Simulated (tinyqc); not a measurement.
What moves the results of Gaussian smearing: smearing for a one-band metal on the fcc lattice.

Lattice vectors (units of a): a1 = (0, 1/2, 1/2), a2 = (1/2, 0, 1/2), a3 = (1/2, 1/2, 0). E(k) = -t A_1(k) - t2 A_2(k), A_m the sum of cos(k . R) over the 12 nearest and 6 second lattice vectors. Mesh k = sum (j_i/N) b_i, j_i = 0 .. N-1.

With x = (E_k - mu)/sigma: Gaussian f = erfc(x)/2, s = exp(-x^2)/(2 sqrt(pi)). With weights w = points/N^d (d the dimension), mu solves 2 sum w f = ne; E = 2 sum w f E_k, S = 2 sum w s, F = E - sigma S.

Parameters, chosen for this exercise: t = 1.49 eV (nearest hopping); t2 = -0.43 eV (second hopping); ne = 1.09 (electrons per cell); N = 4 (unshifted mesh); sigma = 0.298 eV (width).

All sums formed anew.

One parameter was then changed.

Results before and after:
```
case     mu (eV)   E (eV)       S   F (eV)
base      2.7719  -3.9531  0.1299  -3.9918
changed   0.6316  -4.2211  0.0116  -4.2246
```

Which of these changes was made? (a) ne = 1.19; (b) N = 8; (c) t2 = -0.281 eV; (d) sigma = 0.596 eV; (e) t = 1.639 eV.

Answer: (b) N = 8. Of the candidates, run in turn, only this one gives the changed row.

All candidates:
```
case              mu (eV)   E (eV)       S   F (eV)
base               2.7719  -3.9531  0.1299  -3.9918
N = 8              0.6316  -4.2211  0.0116  -4.2246
sigma = 0.596 eV   2.5638  -3.9531  0.1299  -4.0305
ne = 1.19          2.8665  -3.6551  0.1830  -3.7096
t2 = -0.281 eV     2.7719  -3.8134  0.1299  -3.8521
t = 1.639 eV       3.0699  -4.3080  0.1299  -4.3468
```

Run: tinyqc, `OMP_NUM_THREADS=1 python tinyqc.py 1652051 1652052 out.jsonl`; Intel(R) Xeon(R) Processor @ 2.30GHz, one thread, shared host; about 0.3 s of CPU time with all checks.
